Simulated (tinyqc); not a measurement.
Double-gate transistor below threshold, two-dimensional Poisson equation on a small mesh: course of the iteration: over-relaxation sweep (omega = 2.05).

Half of a symmetric double-gate structure: row 0 is the mid-plane of the body, where the normal field vanishes. Mobile charge is neglected (subthreshold), the body is fully depleted, and potentials are counted from the intrinsic level; rows run upward to the gate, columns from source to drain.

Mesh: rows i = 0..3 in the semiconductor (step hs = tb/3, row 3 on the interface), then 2 step(s) ho = tox/2 up to the gate row 5; columns j = 0..7 (step hy = L/7). Box integration, divided by eps0: up_i = eps hy/h of the interval above row i, dn_i = that of the interval below (0 for row 0), lat_i = (sum of eps h/2 over the intervals above and below)/hy, s_i = -q Na w_i hy/eps0 with w_i the semiconductor height of the box (hs/2 for row 0 and the interface row, hs between, 0 in the insulator). Each free node obeys (up + dn + 2 lat) psi = up psi(above) + dn psi(below) + lat [psi(left) + psi(right)] + s.

Free nodes: rows 0..4, columns 1..6, taken row by row from row 0, left to right. t = (up psi(above) + dn psi(below) + lat [psi(left) + psi(right)] + s)/(up + dn + 2 lat), with the newest neighbours; psi(new) = psi + 2.05 (t - psi).

Stop when the largest change of psi is below 1e-7 V, or after 25 iterations. Fixed values: gate row Vg - Vfb; column 0 at Vbi and the last column at Vbi + Vd in the semiconductor, each running linearly to Vg - Vfb across the insulator.

Parameters, values chosen for the exercise; semiconductor permittivity made up:
```
symbol  value   unit                                     meaning
eps_r    11.8         relative permittivity of the semiconductor
eox       3.9             relative permittivity of the insulator
tb          8     nm                     half the body thickness
tox         1     nm                         insulator thickness
L          43     nm                              channel length
Na          0  cm^-3       acceptor density of the depleted body
Vbi      0.52      V                     potential of the source
Vfb      0.04      V                                 gate offset
Vg          0      V                                gate voltage
Vd        0.7      V                               drain voltage
```

Constants: q = 1.602176634e-19 C, eps0 = 8.8541878128e-14 F/cm where lengths are in cm. Results are converted to the units shown.

psi at the start (fixed values on the edges, free nodes at the gate value) (V):

|  | j=0 | j=1 | j=2 | j=3 | j=4 | j=5 | j=6 | j=7 |
|---|---|---|---|---|---|---|---|---|
| row 0 | 0.52000 | -0.04000 | -0.04000 | -0.04000 | -0.04000 | -0.04000 | -0.04000 | 1.22000 |
| row 1 | 0.52000 | -0.04000 | -0.04000 | -0.04000 | -0.04000 | -0.04000 | -0.04000 | 1.22000 |
| row 2 | 0.52000 | -0.04000 | -0.04000 | -0.04000 | -0.04000 | -0.04000 | -0.04000 | 1.22000 |
| row 3 | 0.52000 | -0.04000 | -0.04000 | -0.04000 | -0.04000 | -0.04000 | -0.04000 | 1.22000 |
| row 4 | 0.24000 | -0.04000 | -0.04000 | -0.04000 | -0.04000 | -0.04000 | -0.04000 | 0.59000 |
| row 5 | -0.04000 | -0.04000 | -0.04000 | -0.04000 | -0.04000 | -0.04000 | -0.04000 | -0.04000 |

| row | up | dn | lat | s (V) |
|---|---|---|---|---|
| 0 | 27.1821 | 0 | 2.56124 | 0 |
| 1 | 27.1821 | 27.1821 | 5.12248 | 0 |
| 2 | 27.1821 | 27.1821 | 5.12248 | 0 |
| 3 | 47.9143 | 27.1821 | 2.71996 | 0 |
| 4 | 47.9143 | 47.9143 | 0.317442 | 0 |

Course of the iteration:

| iteration | psi at row 0, j = 3 (V) | largest \|change\| of one entry (V) |
|---|---|---|
| 1 | -0.0375956 | 0.534 |
| 2 | -0.0110744 | 0.462 |
| 3 | 0.0785561 | 0.456 |
| 4 | 0.161309 | 0.541 |
| 5 | 0.177935 | 0.363 |
| 6 | 0.0667734 | 0.659 |
| 7 | 0.0184122 | 0.770 |
| 8 | 0.115245 | 0.556 |
| 9 | 0.232405 | 0.620 |
| ... | ... | ... |
| 17 | -0.330530 | 0.571 |
| 18 | 0.106236 | 0.909 |
| 19 | -0.186063 | 1.05 |
| 20 | -0.703367 | 0.862 |
| 21 | 0.0133438 | 1.19 |
| 22 | 1.41449 | 1.40 |
| 23 | 0.723678 | 1.05 |
| 24 | 0.131760 | 1.33 |
| 25 | -0.524072 | 1.33 |

Did this iteration meet its convergence test, and what does its course show?

No. Not converged within 25 iterations. The largest change wanders without falling. Over-relaxation cannot converge for omega of 2 or more. A rerun with over-relaxation at omega = 1.46 converges in 25 iterations.

Computed by the program tinyqc: `OMP_NUM_THREADS=1 python tinyqc.py 2480058 2480059 out.jsonl`, one thread of a shared Intel Xeon 2.30GHz, about 0.1 s for the whole run.
